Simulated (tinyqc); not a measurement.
What each parameter does: temperature and isotope dependence of a band gap in oscillator models.

E(T) = E0 - sum_i sl_i th_i n_i(T), n = 1/(exp(th/T) - 1). The same coupling lowers the gap at 0 K by the zero-point term ZP = sum_i sl_i th_i/2, so the gap of the static lattice is E0 + ZP. Thermal expansion is taken as part of the slopes.

Values chosen for the exercise (near those of GaAs; the results hold for these values, not for the real material): E0 = 1.531 eV (gap at 0 K); th = (101, 337) K (temperatures of two oscillators); sl = (0.0782, 0.3818) meV/K (their high-temperature slopes); T = 150 K (temperature).

Gap at T, slope -sum sl_i (th_i/T)^2 n_i (1 + n_i) and ZP. Each row changes one parameter from the base and keeps the others.

Results:
```
case                         E(T) (eV)  dE/dT (meV/K)  ZP (meV)
base                            1.5076        -0.3302     68.28
T = 190 K                       1.4934        -0.3721     68.28
E0 = 1.541 eV                   1.5176        -0.3302     68.28
th = (101, 404) K               1.5116        -0.2909     81.07
sl = (0.1017, 0.3818) meV/K     1.5051        -0.3528     69.47
```

The largest shifts from the base row, up to three for each result and ties (the steps differ in size, so this ranks the rows, not the parameters). E(T) (eV): T -0.0141, E0 +0.0100, th +0.0040. dE/dT (meV/K): T -0.0419, th +0.0393, sl -0.0226; unchanged at the printed digits by E0. ZP (meV): th +12.79, sl +1.19; unchanged at the printed digits by T and E0.

tinyqc: `OMP_NUM_THREADS=1 python tinyqc.py 1851220 1851221 out.jsonl`; about 0.01 s, one thread, shared Intel(R) Xeon(R) Processor @ 2.30GHz.
